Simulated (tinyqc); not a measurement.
## p-i-n power rectifier, conductivity modulation at high injection: forward voltage and stored charge against the temperature

A drift layer from x = -d to d (2 d = W) between ideal p+ and n+ emitters (no recombination in them). High injection, n = p, ambipolar diffusion with one lifetime; both mobilities scale as (T/300 K)^(-bt).

Nc and Nv are given at 450 K and scale as (T/450 K)^1.5; tau is held fixed. Triangular field at breakdown with Ec = Kc N^(1/8): BV = eps0 eps_r Ec^2/(2 q N), so N = (eps0 eps_r Kc^2/(2 q BV))^(4/3); W = 2 BV/Ec; mu = mud (T/300 K)^(-bt); rho = 1/(q mu N); ideal resistance rho W. Da = 2 mun mup Vt/(mun + mup), La = sqrt(Da tau), B = (mun - mup)/(mun + mup) with mun = mud (T/300 K)^(-bt), mup likewise; n(x) = (tau J/(2 q La)) [cosh(x/La)/sinh(d/La) - B sinh(x/La)/cosh(d/La)]. Ohmic drop: integral of J/(q (mun + mup) n); diffusion (Dember) drop Vt B ln(n(-d)/n(d)); both junctions together Vt ln(n(-d) n(d)/ni^2), ni = sqrt(Nc Nv) exp(-Eg/(2 Vt)), Eg in volts; V_F = the sum; stored charge q times the integral of n. Integrals on a fine grid. Peak reverse current if all stored charge left in a linear ramp without recombination (an upper bound): sqrt(2 a Q). Rows where n falls below the doping are left out.

Parameters, values chosen for the exercise; bulk values close to those of silicon: relative permittivity eps_r = 11.5; critical-field constant Kc = 3940 V/cm per (cm^-3)^(1/8); rated breakdown voltage of the drift layer BV = 2400 V; drift mobility at 300 K mud = 1190 cm^2/(V s); temperature exponent of the drift mobility bt = 2.5; hole mobility at 300 K mup = 416 cm^2/(V s); band gap Eg = 1.08 eV; conduction-band density of states at the reference temperature Nc = 5.14e19 cm^-3; valence-band density of states at the reference temperature Nv = 4.87e19 cm^-3; forward current density J = 100 A/cm^2; ramp rate of the current at turn-off a = 90 A/(cm^2 us); high-level lifetime tau = 2.8e-5 s.

Constants: q = 1.602176634e-19 C, kB = 1.380649e-23 J/K, Vt = kB T/q, eps0 = 8.8541878128e-14 F/cm where lengths are in cm. Results are converted to the units shown.

The same in every row: Q (uC/cm^2) = 2800; sqrt(2 a Q) (A/cm^2) = 709.9.

Result of one run:
```
d/La    drift drop, ohmic and diffusion (V)  junction drops (V)  V_F (V)  lowest n over N  J rho W (V)
0.5371                              0.01395              0.9072   0.9212          1.235e4        199.2
```

Which temperature T gave this result: 290, 370, 450 or 490 K?

T = 290 K.

The whole series:
```
T (K)    d/La  drift drop, ohmic and diffusion (V)  junction drops (V)  V_F (V)  lowest n over N  J rho W (V)
250    0.4805                             0.009674              0.9400   0.9497          1.253e4        137.5
290    0.5371                              0.01395              0.9072   0.9212          1.235e4        199.2
330    0.5918                              0.01918              0.8732   0.8924          1.217e4        275.2
370    0.6448                              0.02542              0.8382   0.8637          1.198e4        366.3
410    0.6964                              0.03273              0.8023   0.8351          1.179e4        473.5
450    0.7468                              0.04117              0.7656   0.8068          1.159e4        597.6
490    0.7960                              0.05080              0.7283   0.7790          1.140e4        739.3
```

V_F falls from 0.950 to 0.779 V; the drift drop rises from 0.00967 to 0.0508 V and the junction drops fall from 0.940 to 0.728 V. Where n exceeds a few 1e17 cm^-3, emitter and Auger recombination, left out here, lower n and change V_F.

Computed by the program tinyqc: `OMP_NUM_THREADS=1 python tinyqc.py 2230001 2230002 out.jsonl`, one thread of a shared Intel Xeon 2.30GHz, about 0.01 s for the whole run.
